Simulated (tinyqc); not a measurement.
Resonant-tunnelling diode, transfer matrices and Tsu-Esaki current: current against voltage.

Emitter (band edge 0), barrier d1, well Lw, barrier d2, collector (edge -V). The bias drops linearly over these layers and none in the contacts; each layer is cut into ns equal slices, flat at the value of their centres. E is the energy of motion across the layers, C = hbar^2/(2 m0), psi and psi'/m are continuous. Transport is coherent, T(E) is taken as independent of the transverse momentum, and charge in the well is ignored.

For the pair (psi, psi'/m) a flat layer has M = [[cos kd, (m/k) sin kd], [-(k/m) sin kd, cos kd]] with k = sqrt(m (E - U)/C) above its edge U, and M = [[cosh Kd, (m/K) sinh Kd], [(K/m) sinh Kd, cosh Kd]] with K = sqrt(m (U - E)/C) below it. Later slices stand to the left. With M acting on (psi, psi'/m) and v = k/m in each lead, T(E) = 4 vL vR/[(vL vR M12 - M21)^2 + (vR M11 + vL M22)^2]. J = J0 times the integral over E > 0 of T(E) N(E), N = ln[(1 + exp((Ef - E)/Vt))/(1 + exp((Ef - V - E)/Vt))], J0 = q^2 mw m0 kB T/(2 pi^2 hbar^3) (times 1e-4 for A/cm^2 per eV). The integral is converged to the digits shown.

Values chosen for this exercise; masses and offsets of a made-up heterostructure:
```
symbol  value  unit                                               meaning
T         300     K                                           temperature
mw       0.21    m0                 mass in the well, spacer and contacts
U1       0.66    eV                                        barrier height
m1       0.22    m0                                          barrier mass
d1          1    nm                                       emitter barrier
Lw        2.4    nm                                            well width
d2        0.9    nm                                     collector barrier
ns          3                                        slices in each layer
Ef      0.062    eV  Fermi energy of both contacts above their band edges
```

Constants: q = 1.602176634e-19 C, kB = 1.380649e-23 J/K, hbar = 1.054571817e-34 J s, m0 = 9.1093837015e-31 kg, Vt = kB T/q, hbar^2/(2 m0) = 0.0380998212 eV nm^2. Results are converted to the units shown.

Current against voltage:
```
V (V),J (kA/cm^2)
0.028,61.44
0.058,139.2
0.089,245.5
0.119,380.6
0.149,541.5
0.18,705.0
0.21,803.5
0.241,739.4
0.271,324.9
0.302,113.6
0.332,77.16
0.363,63.57
0.393,58.26
```

Read the table: what changes, and by how much?

Among the rows the current peaks at 803 kA/cm^2 at V = 0.21 V and falls to 58.3 kA/cm^2 at 0.393 V, a ratio of 13.8 (it is still falling in the last row, so the valley lies there or beyond). At zero bias the resonance lies at 0.142 eV and the centre of the well takes the share 0.512 of the bias, so the level should reach the emitter band edge near V = 0.278 V; beyond that only the tail of the broadened level (width 9.66 meV at zero bias) and off-resonant tunnelling carry current. Without scattering and space charge the valley comes out far lower than in a real diode.

Numbers from tinyqc (`OMP_NUM_THREADS=1 python tinyqc.py 2600153 2600154 out.jsonl`; about 0.2 s on one thread of a shared Intel Xeon 2.30GHz).
